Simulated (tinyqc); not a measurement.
The solidus: solid solubility of a dopant against its melt (retrograde solidus), clustering and the electrically active fraction. Computed by tinyqc, a small Python program. Command: `OMP_NUM_THREADS=1 python tinyqc.py 3003060 3003061 out.jsonl retro walk`. One thread of a shared host (Intel(R) Xeon(R) Processor @ 2.30GHz), about 0.01 s of CPU time with the checks.

Inputs (values chosen for the exercise, of the order of those of tin in silicon for the solubility): melting point of the host T_m = 1687 K; heat of melting of the host H_f = 50.2 kJ/mol; interaction L of the melt = 7.1 kJ/mol; enthalpy of transfer from melt to solid H = 0.406 eV; entropy of transfer S = -1.91 k_B; site density N0 = 5e+22 1/cm^3.

Constants: R = 8.314462618 J/(mol K); k_B = 8.617333262e-05 eV/K; e = 1.602176634e-19 C; N_A = 6.02214076e+23 1/mol.

Method. x_l and x_s are atom fractions of the dopant in melt and solid; the solid is dilute. Liquidus of the host: R T ln(1 - x_l) + L x_l^2 = -H_f (1 - T/T_m). Distribution: k = x_s/x_l = exp[L (1 - x_l)^2/(R T)] exp(S/k_B - H/(k_B T)), the first factor being the activity coefficient in the melt. Solubility = x_s N0; at T_m x_l = 0. The largest x_s N0 between 900 K and T_m. For an ideal melt with constant heats the maximum has x_l = H_f/(H + H_f), H in the same units.

largest solubility = 1.73956e+20 1/cm^3

temperature of the maximum = 1421.92 K

Against temperature:
```
T (K)      x_l         k  solubility (1/cm^3)  over the maximum
1000   0.96113  0.001333           6.4071e+19           0.36832
1100   0.92363  0.002053           9.4797e+19           0.54495
1200   0.86212  0.002960           1.2758e+20           0.73341
1300   0.76551  0.004095           1.5673e+20           0.90096
1400   0.62030  0.005587           1.7327e+20           0.99606
1500   0.42150  0.007747           1.6327e+20           0.93857
1580   0.23911  0.010265           1.2273e+20           0.70549
1640   0.10240  0.012736           6.5207e+19           0.37485
1675   0.02564  0.014425           1.8493e+19           0.10631
```

What follows from these numbers?

Between the first rows the Arrhenius energy of the solubility is 0.37 eV, against H = 0.406 eV; it shrinks to zero at 1422 K and turns negative beyond. A crystal saturated at the maximum precipitates dopant-rich liquid on cooling and on heating alike. Below a eutectic or compound temperature another phase would set the limit.

Extremes, crossings and ranges named in words are read from the listed rows.
